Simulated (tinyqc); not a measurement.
From highest frequency at X back to radial spring k1L: Born-von Karman spring model of a cubic crystal with one atom per cell. Computed by tinyqc, a small Python program. Command: `OMP_NUM_THREADS=1 python tinyqc.py 3005804 3005805 out.jsonl springs inv`. One thread of a shared host (Intel(R) Xeon(R) Processor @ 2.30GHz), about 0.1 s of CPU time with the checks.

First neighbours lie at a/2 (1,1,0) (12 of them), second at a (1,0,0) (6), with all permutations and signs; the volume per atom is Omega = a^3/4. Two shells of springs match a real metal only roughly, above all at the zone boundary.

Inputs (values chosen for the exercise, modelled on gold):

| quantity | value | unit |
|---|---|---|
| atomic mass M | 196.97 | u |
| transverse spring k1T | -0.29 | eV/angstrom^2 |
| radial spring k2L | 0.29 | eV/angstrom^2 |
| transverse spring k2T | -0.075 | eV/angstrom^2 |

Lattice: fcc.

Constants: nu for 1 eV/(angstrom^2 u) = 15.6333042 THz.

Method:
- A neighbour at R with unit vector n couples by the matrix K(R) = kL n n^T + kT (1 - n n^T), and D(q) = (1/M) sum_R K(R) [1 - cos(q.R)].
- An eigenvalue lambda of D in eV/(angstrom^2 u) gives nu = 15.6333042 THz x sqrt(lambda).
- Take the highest frequency at X = (1, 0, 0) (2 pi/a).

Task: A run gave the result below. Find the radial spring k1L, known to lie between 1.7 and 3.7 eV/angstrom^2.

highest frequency at X = 4.322207 THz

Result:

Each step takes the trial c = (a f_b - b f_a)/(f_b - f_a), f being the result less the target and a, b, c the logarithms of the listed values; c replaces end b, the old b replaces a if the sign of f changed, and otherwise f_a is halved.

Scan of the range:

| radial spring k1L (eV/angstrom^2) | highest frequency at X (THz) |
|---|---|
| 1.70 | 3.74115 |
| 1.94 | 4.04704 |
| 2.20 | 4.35424 |
| 2.51 | 4.69431 |
| 2.86 | 5.05082 |
| 3.25 | 5.42053 |
| 3.70 | 5.81799 |

False position (Illinois rule, in the logarithm of the input) inside the bracket:

| step | end a | end b | trial | highest frequency at X (THz) |
|---|---|---|---|---|
| 1 | 1.94000 | 2.20000 | 2.17134 | 4.32144 |
| 2 | 2.20000 | 2.17134 | 2.17200 | 4.32220 |
| 3 | 2.20000 | 2.17200 | 2.17200 | 4.32221 |
| 4 | 2.17200 | 2.17200 | 2.17200 | 4.32221 |

Highest frequency at X rises at every point of a 13-point scan of the range (every second point is shown), so one value fits; it is bracketed by 1.94 and 2.20. Answer: radial spring k1L = 2.172 eV/angstrom^2.
